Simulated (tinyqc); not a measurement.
Density of states of one tight-binding band on the triangular lattice, step by step. Values are carried at full precision from step to step, so a last printed digit may differ when a step is redone from the rounded ones.

E(k) = -2 t (cos 2 pi k1 + cos 2 pi k2 + cos 2 pi (k1 + k2)); k in fractions of the reciprocal vectors, mesh k_i = j/N with j = 0 .. N-1. Densities are per cell and per spin, so the band holds one state.

Parameters, chosen for this exercise: t = 1.37 eV (nearest hopping); N = 6 (mesh points along each axis); bins = 6 (bins of the histogram); E_lo = -8.313 eV (lower end of the histogram); E_hi = 4.217 eV (upper end); E = 0.59 eV (energy at which the density is wanted); sigma = 0.411 eV (Gaussian width).

## Energies on the mesh

Evaluate the band at all 36 points and collect equal values.

Distinct energies:
```
E_k (eV)  points
-8.2200        1
-5.4800        6
-1.3700        6
0.0000         6
2.7400        15
4.1100         2
```

The 36 points give 6 distinct energies between -8.2200 and 4.1100 eV; a dense mesh gives a band from -8.220 to 4.110 eV.

## Histogram

Count the points in equal bins from E_lo to E_hi; g = count/(all points x bin width).

Histogram:
```
from (eV)  to (eV)  points  g (1/eV)
-8.3130    -6.2247       1    0.0133
-6.2247    -4.1363       6    0.0798
-4.1363    -2.0480       0    0.0000
-2.0480     0.0403      12    0.1596
0.0403      2.1287       0    0.0000
2.1287      4.2170      17    0.2261
```

Empty bins: 2 of 6; the fullest holds 17 points. Empty bins inside the band come from the coarse mesh, not from gaps.

## Gaussian broadening at one energy

Gaussian broadening: g(E) = mean over the mesh of exp(-(E - E_k)^2/(2 sigma^2))/(sigma sqrt(2 pi)), n(E) = mean of erfc((E_k - E)/(sigma sqrt 2))/2.

Sum over the distinct energies with their counts.

n(E) = 0.5152
g(E) = 0.0577 1/eV

## One triangle of the mesh

For corner energies e1 <= e2 <= e3 and eij = ei - ej, the share of the triangle below E is n = (E - e1)^2/(e21 e31) for e1 < E < e2 and n = 1 - (e3 - E)^2/(e31 e32) for e2 < E < e3; its density of states is g = dn/dE.

corner energies, sorted (eV): [-1.3700, 0.0000, 2.7400]

Find its share below E and its density of states at E.

n = 0.5895
g = 0.3818 1/eV

E lies between corners 2 and 3.

## Sum over all linear triangles

Each cell of the mesh is cut along (i+1, j)-(i, j+1) into two triangles. For corner energies e1 <= e2 <= e3 and eij = ei - ej, the share of the triangle below E is n = (E - e1)^2/(e21 e31) for e1 < E < e2 and n = 1 - (e3 - E)^2/(e31 e32) for e2 < E < e3; its density of states is g = dn/dE.

Average n and g over all pieces of the mesh. The reference uses the same method with N = 240.

n(E) = 0.4583
g(E) = 0.1092 1/eV
reference n(E) = 0.447
reference g(E) = 0.088 1/eV

On this mesh the linear method errs by +0.021 1/eV in g and +0.011 in n; the Gaussian sum erred by -0.031 and +0.068.

## Checks

- States below the top of the band by the linear method against one: both 1.000000.

Program tinyqc; command `OMP_NUM_THREADS=1 python tinyqc.py 1680309 1680310 out.jsonl`; about 0.09 s on one thread of a shared Intel(R) Xeon(R) Processor @ 2.30GHz.
